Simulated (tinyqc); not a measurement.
# Changing the growth temperature T

Model: out-diffusion of a doped substrate or buried layer into a growing epitaxial film. Computed by tinyqc, a small Python program. Command: `OMP_NUM_THREADS=1 python tinyqc.py 3031462 3031463 out.jsonl buried sweep`. One thread of a shared host (Intel(R) Xeon(R) Processor @ 2.30GHz), about 0.01 s of CPU time with the checks.

x is counted from the original substrate surface into the film, whose surface moves as x = v t. Substrate dopant has one diffusivity; the dopant of the film is taken as uniform.

Inputs (values chosen for the exercise, modelled on arsenic in silicon):
```
quantity                                            value    unit
prefactor D0                                         8.39  cm^2/s
activation energy E                                     4      eV
substrate concentration C_s                       1.8e+19  1/cm^3
film doping C_e                                   2.8e+15  1/cm^3
growth rate v                                         2.8  um/min
film thickness d                                      5.9      um
autodoping level at the start, as a share of C_s   0.0001       -
decay length of autodoping                           0.51      um
later thermal budget (Dt)2                        3.6e-12    cm^2
```

Film doping: same type as the substrate.

Constants: k_B = 8.617333262e-05 eV/K.

Method:
- D = D0 exp(-E/(k_B T)); growth time t = d/v; l = 2 sqrt(D t); growth number G = v t/l = d/l; 1 um = 1e-4 cm.
- Temperatures in kelvin are T(C) + 273.15.
- After growth and the later budget: l2 = 2 sqrt(D t + (Dt)2); C(x) = (C_s/2) erfc(x/l2) + share x C_s exp(-x/decay length) for x > 0 (autodoping taken as unchanged by the later budget). The transition x_t solves C(x) = C_e, where the total doping is twice the intended value.
- Usable film = d - x_t. Also give x_t for the erfc term alone, after growth and after the later budget.

One run for each value; columns: (1) growth temperature T (C); (2) x_t after growth, erfc alone (um); (3) x_t after the later budget, erfc alone (um); (4) x_t with autodoping (um); (5) growth number G:
```
(1)       (2)      (3)      (4)     (5)
900   0.00425  0.09685  0.10194  3539.1
950   0.00954  0.09723  0.10233  1576.4
1000  0.02011  0.09882  0.10399   748.2
1050  0.04004  0.10471  0.11009   375.7
1075  0.05543  0.11151  0.11713   271.4
1100  0.07583  0.12293  0.12893   198.4
1125  0.10259  0.14102  0.14755   146.6
1150  0.13733  0.16799  0.17522   109.5
1200  0.23886  0.25772  0.26649    63.0
```

Over the rows, x_t after growth, erfc alone (um) rises from 0.00425 to 0.239; x_t after the later budget, erfc alone (um) rises from 0.0968 to 0.258; x_t with autodoping (um) rises from 0.102 to 0.266. At low T the later budget or autodoping sets the transition, so colder growth stops helping.

Caution (rows 900, 950, 1000, 1050, 1080, 1100, 1120, 1150): the substrate doping is comparable to or above the intrinsic density at growth temperature, so the diffusivity may be higher on that side.
